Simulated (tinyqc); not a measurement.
Inside a calculation. Model: undoped symmetric double-gate MOSFET, analytic potential model.

Computed by the program tinyqc: `OMP_NUM_THREADS=1 python tinyqc.py 2440131 2440132 out.jsonl`, one thread of a shared Intel Xeon 2.30GHz, about 0.02 s for the whole run. Printed values are rounded.

An undoped body of thickness ts between two equal insulators and tied gates; long channel, electrons only, n = ni exp((psi - V)/Vt) with V the quasi-Fermi potential (0 at the source, Vd at the drain), constant mobility, no quantisation. Across the body psi(x) = V - 2 Vt ln[(ts/(2 beta)) sqrt(q ni/(2 eps0 eps_r Vt)) cos(2 beta x/ts)], x from the centre. Q is the electron charge per area of the whole body.

Values chosen for this exercise; material values close to those of silicon: temperature T = 300 K; band gap Eg = 1.11 eV; relative permittivity of the semiconductor eps_r = 11.5; conduction-band density of states at T Nc = 2.81e19 cm^-3; valence-band density of states at T Nv = 2.62e19 cm^-3; relative permittivity of the gate insulator eox = 21.8; insulator thickness tox = 12 nm; body thickness ts = 5 nm; gate work function less that of the intrinsic body dphi = 0.06 V; channel mobility mu = 620 cm^2/(V s); gate length L = 0.1 um; gate voltage Vg = 0.53 V; drain voltage Vd = 0.1 V.

Constants: q = 1.602176634e-19 C, kB = 1.380649e-23 J/K, Vt = kB T/q, eps0 = 8.8541878128e-14 F/cm where lengths are in cm. Results are converted to the units shown.

Range of the model: In a body this thin, quantum confinement raises the threshold; it is left out.

## Constants of the body

ni = sqrt(Nc Nv) exp(-Eg/(2 Vt)), Eg in volts; r = eps_r tox/(eox ts); V0 = dphi + 2 Vt ln[(2/ts) sqrt(2 eps0 eps_r Vt/(q ni))].

ni = 1.28799e10 cm^-3
r = 1.26606
V0 = 0.572574 V

## Iteration 1: beta at the source by Newton steps

beta at the start = 0.5

With V = 0: f = ln(beta) - ln(cos beta) + 2 r beta tan(beta) - (Vg - V0)/(2 Vt); f' = 1/beta + tan(beta) + 2 r [tan(beta) + beta/cos^2(beta)]; beta(new) = beta - f/f'.

f = 0.952506
f' = 5.57351
beta after iteration 1 = 0.329101

## Iteration 2: beta at the source by Newton steps

As before.

f = 0.0517863
f' = 5.17538
beta after iteration 2 = 0.319095

## Course of the iteration: beta at the source by Newton steps

Stop when beta changes by less than 1e-11, or after 40 iterations. beta must stay between 0 and pi/2.

Course of the iteration:
```
iteration      beta  |change|
1          0.329101     0.171
2          0.319095    0.0100
3          0.319115   1.97e-5
4          0.319115  9.36e-11
5          0.319115         0
```

Converged in 5 iterations. At the end the number of correct digits about doubles with each step.

## Charges and drain current

beta_s = 0.319115
beta_d = 0.0626971

beta (between 0 and pi/2) solves (Vg - V0 - V)/(2 Vt) = ln(beta) - ln(cos beta) + 2 r beta tan(beta). Q = 8 eps0 eps_r Vt beta tan(beta)/ts; I = mu (1/L)(4 eps0 eps_r/ts)(2 Vt)^2 [g(beta_s) - g(beta_d)] per width, g = beta tan(beta) - beta^2/2 + r beta^2 tan^2(beta), with beta_s at V = 0 and beta_d at V = Vd.

Qs = 44.4075 nC/cm^2
Qd = 1.65777 nC/cm^2
g(beta_s) = 0.0685955
g(beta_d) = 0.00199024
I = 8.99259 uA/um

The term r beta^2 tan^2(beta), which gives the square law, makes up 20.5 % of g at the source.

## Potential and electron density across the body at the source

x/ts, point 0 to 6: 0  0.1  0.2  0.3  0.4  0.45  0.5

psi(x) as above with V = 0 and beta = beta_s; n = ni exp(psi/Vt).

```
point   psi (V)   n (cm^-3)
0      0.453518  5.35394e17
1      0.453623  5.37581e17
2      0.453940  5.44213e17
3      0.454471  5.55511e17
4      0.455221  5.71862e17
5      0.455680  5.82103e17
6      0.456196  5.93842e17
```

The density at the surface is 1.11 times that at the centre (1/cos^2 beta).
